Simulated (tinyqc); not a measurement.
One mass for the acceptor? Model: shallow acceptor in the spherical model (Baldereschi-Lipari), strong spin-orbit limit. Computed by tinyqc, a small Python program. Command: `OMP_NUM_THREADS=1 python tinyqc.py 3006395 3006396 out.jsonl acceptor walk`. One thread of a shared host (Intel(R) Xeon(R) Processor @ 2.30GHz), about 0.01 s of CPU time with the checks.

The 1S(3/2) state has an s envelope f(r) and a d envelope g(r). In effective units they obey -(f'' + 2f'/r + 2f/r) + mu (g'' + 5g'/r + 3g/r^2) = E f and -(g'' + 2g'/r - 6g/r^2 + 2g/r) + mu (f'' - f'/r) = E g. The cubic term, the split-off band and the central cell are left out.

Inputs (values chosen for the exercise, modelled on GaAs): Luttinger gamma_1 = 6.96; Luttinger gamma_2 = 2.09; Luttinger gamma_3 = 2.92; dielectric constant eps = 12.6.

Constants: Ry = 13.605693123 eV; a_0 = 0.529177210903 angstrom.

Method:
- Ry* = Ry/(gamma_1 eps^2), a* = a_0 eps gamma_1, mu = (6 gamma_3 + 4 gamma_2)/(5 gamma_1), delta = (gamma_3 - gamma_2)/gamma_1; spherical masses 1/(gamma_1 (1 - mu)) (heavy) and 1/(gamma_1 (1 + mu)) (light).
- Basis: f_i = exp(-zeta_i r), g_i = r exp(-zeta_i r), weight r^2 dr, s = zeta_i + zeta_j. S_ff = 2/s^3, H_ff = zeta_i zeta_j S_ff - 2/s^2; S_gg = 24/s^5, H_gg = 8/s^3 + 24 zeta_i zeta_j/s^5 - 12/s^4; H(f_i, g_j) = mu (6 zeta_i^2/s^4 + 2 zeta_i/s^3); S_fg = 0. Each function is normalised by sqrt(S_ii).
- Large basis: zeta_i = 0.08 x 1.55^(i-1), i = 1..20 in each channel; overlap eigenvalues below 1e-11 are dropped.
- Binding energies are -E Ry*; the mass that fits is E(1S) eps^2/Ry.
- Hydrogenic binding Ry m/eps^2; the density-of-states mass is (m_H^(3/2) + m_L^(3/2))^(2/3); errors are against the large basis.

light-hole mass = 0.0823995 m_0

heavy-hole mass = 0.560538 m_0

1S(3/2) binding energy = 25.8851 meV

1S binding energy:
```
mass                     value (m_0)  binding (meV)  error (%)
light hole                   0.08240          7.062    -72.719
1/gamma_1                    0.14368         12.313    -52.431
mean of heavy and light      0.32147         27.550      6.431
heavy hole                   0.56054         48.038     85.582
density of states            0.58141         49.826     92.491
```

The coupled result, 25.89 meV, lies between the 1/gamma_1 value (no coupling) and the heavy-hole value; the closest single rule here is "mean of heavy and light", off by +6.4 %.
